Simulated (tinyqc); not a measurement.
Self-heating of a transistor with one or more fingers, with temperature-dependent conductivity: one step, computed by the program tinyqc. Command: `OMP_NUM_THREADS=1 python tinyqc.py 3019929 3019930 out.jsonl selfheat walk`. One thread of a shared host (Intel(R) Xeon(R) Processor @ 2.30GHz), about 0.07 s of CPU time with the checks.

N long parallel fingers lie on the top face of a slab whose bottom is held at T_0; the top is otherwise insulated, and heat flows in two dimensions. P in W/mm is 1000 P in W/m.

Problem. Extra rise from ballistic phonons. Near a source smaller than the free path, Fourier's law overstates the flow. Rough estimate: a strip that emits phonons into a half space adds a resistance times area of 4 Lambda/(3 kappa_0), from the ballistic flux C v Delta T/4 with kappa_0 = C v Lambda/3, so Delta T_b = 4 Lambda P/(3 kappa_0 w); Knudsen number Lambda/w.

Inputs (values chosen for the exercise, modelled on gallium nitride):
```
quantity                                      value        unit
conductivity at the base temperature kappa_0    171     W/(m K)
power per gate width P                         0.94        W/mm
width of the heat source w                     0.28  micrometre
phonon free path Lambda                         110          nm
```

Power: power rises with temperature.

largest theta = 19.88380 K

Give: Knudsen number; ballistic rise Delta T_b; Delta T_b / largest theta.

Solution.

Knudsen number = 0.3929

ballistic rise Delta T_b = 2.879 K

Delta T_b / largest theta = 0.1448

By this estimate the ballistic term is at most a fifth of the Fourier rise.
